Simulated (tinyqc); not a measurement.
## Intrinsic and extrinsic failures together

All devices wear out with slope 2.2 and scale t63; the share 0.05 also has a flaw with slope 0.26 and scale 0.01 t63: 1 - F = exp(-(t/t63)^2.2) [1 - 0.05 + 0.05 exp(-(t/(0.01 t63))^0.26)]. W = ln(-ln(1 - F)); the local slope is dW/d ln t.

Values chosen for this exercise: characteristic time of a test capacitor t63 = 4100 s.

Result of one run:
```
t (s)	F	W	local slope	F of wear-out alone
18	0.02770	-3.572	0.1719	6.508e-6
```

What becomes of these results when the time t is changed from 18 to 80 s, all else the same?

Result of the changed run:
```
t (s)	F	W	local slope	F of wear-out alone
80	0.03495	-3.336	0.1478	1.732e-4
```

The whole series:
```
t (s)	F	W	local slope	F of wear-out alone
0.05	0.008017	-4.822	0.2389	1.547e-11
0.22	0.01133	-4.475	0.2293	4.029e-10
0.96	0.01570	-4.146	0.2158	1.030e-8
4.2	0.02124	-3.841	0.1968	2.649e-7
18	0.02770	-3.572	0.1719	6.508e-6
80	0.03495	-3.336	0.1478	1.732e-4
350	0.04554	-3.066	0.2989	0.004445
1500	0.1450	-1.854	1.555	0.1037
6700	0.9500	1.097	2.164	0.9475
```

The local slope goes from 0.239 through a minimum of 0.148 (at t = 80 s among the rows listed) to 2.16. At early times the flawed share sets F, 5.18e8 times the wear-out value in the first row, so a line fitted to the steep upper part says nothing about low percentiles.

tinyqc, about 0.01 s, one thread, Intel Xeon 2.30GHz (shared host): `OMP_NUM_THREADS=1 python tinyqc.py 2070083 2070084 out.jsonl`
